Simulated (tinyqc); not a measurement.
# From one set of inputs to another, one input at a time

Model: chemical vapour deposition: Grove model, boundary layer, depletion and step coverage. Computed by tinyqc, a small Python program. Command: `OMP_NUM_THREADS=1 python tinyqc.py 3004087 3004088 out.jsonl cvd ladder`. One thread of a shared host (Intel(R) Xeon(R) Processor @ 2.30GHz), about 0.03 s of CPU time with the checks.

A precursor diffuses to the surface and reacts there at first order; each molecule that reacts adds one formula unit of film.

The inputs printed are set A. Set A is close to those used for silicon dioxide from an alkoxysilane; the values taken over come from a set close to those used for silicon nitride (counted as SiN4/3). Inputs not listed in the table keep their values of set A, so the rows need not describe a real material.

Inputs (values chosen for the exercise, close to those used for silicon dioxide from an alkoxysilane):
```
quantity                                       value                unit
prefactor k0 of k_s                          9.9e+08                cm/s
activation energy E                             1.91                  eV
temperature T                                    730                   C
total pressure p                                0.18                torr
mole fraction of the precursor Y               0.091                   -
gas diffusivity D0 at 273.15 K and 760 torr     0.56              cm^2/s
film density N                               2.2e+22  formula units/cm^3
precursor mass M                                 208                   u
trench width w                                  0.25                  um
aspect ratio of the trench                        80                   -
wafer radius R                                    15                  cm
wafer spacing s                                  1.2                  cm
```

Reactor: wafer stack, low pressure.

Constants: k_B = 1.380649e-23 J/K; u = 1.6605390666e-27 kg; k_B = 8.617333262e-05 eV/K.

Method:
- k_s = k0 exp(-E/(k_B T)); C_g = Y p/(k_B T), 1 torr = 133.322 Pa; D = D0 (T/273.15)^1.75 (760/p).
- Temperatures in kelvin are T(C) + 273.15.
- Mean speed c = sqrt(8 k_B T/(pi M)); reactive sticking probability beta = 4 k_s/c.
- Between two wafers the gas diffuses inward and reacts on both faces: (D/r) d/dr (r dC/dr) = 2 k_s C/s, so C(r)/C_g = I0(phi r/R)/I0(phi) with phi^2 = 2 k_s R^2/(s D); G(r) = k_s C(r)/N, 1 cm/s = 6e8 nm/min; the mean over the wafer is eta = 2 I1(phi)/(phi I0(phi)).
- In a long trench of width w and depth l = aspect ratio x w: Knudsen diffusivity D_K = (2w) c/3 (hydraulic diameter 2w), combined as 1/D_e = 1/D_K + 1/D; D_e d2C/dz2 = 2 k_s C/w with D_e dC/dz = -k_s C at the floor. With m = sqrt(2 k_s/(w D_e)): C(floor)/C(top) = 1/[cosh(m l) + (k_s/(D_e m)) sinh(m l)].

Each row keeps all changes above it:
```
input moved                                                         from               to  rate at the centre over rate at the edge  modulus m l  Thiele modulus phi
set A                                                                  -                -                                   0.99898      0.38844             0.06394
prefactor k0 of k_s (cm/s) and activation energy E (eV)  990000000, 1.91  940000000, 1.83                                   0.99756      0.60122             0.09896
wafer radius R (cm)                                                   15               10                                   0.99891      0.60122             0.06597
gas diffusivity D0 at 273.15 K and 760 torr (cm^2/s)                0.56             0.24                                   0.99747      0.60123             0.10077
temperature T (C)                                                    730              750                                   0.99630      0.73579             0.12182
trench width w (um)                                                 0.25             0.19                                   0.99630      0.73579             0.12182
aspect ratio of the trench                                            80              9.9                                   0.99630      0.09105             0.12182
mole fraction of the precursor Y                                   0.091             0.19                                   0.99630      0.09105             0.12182
```

Which inputs carry the difference?

Modulus m l goes from 0.388 to 0.0911, a factor 0.234 in all. The largest single move comes from aspect ratio of the trench (a factor 0.124), and prefactor k0 of k_s with activation energy E works against it (a factor 1.55). Thiele modulus phi goes from 0.0639 to 0.122, a factor 1.91 in all. The largest single move comes from prefactor k0 of k_s with activation energy E (a factor 1.55), and wafer radius R works against it (a factor 0.667). The single moves hold for this order of the switches; the total does not depend on the order.

Caution (all rows): the mean free path 3D/c is comparable with or larger than the wafer spacing, where wall collisions cap D near (2s) c/3 and the lag is larger than computed. Caution (all rows): the hydraulic-diameter form of D_K is rough for a slit.

Extremes, crossings and ranges named in words are read from the listed rows.
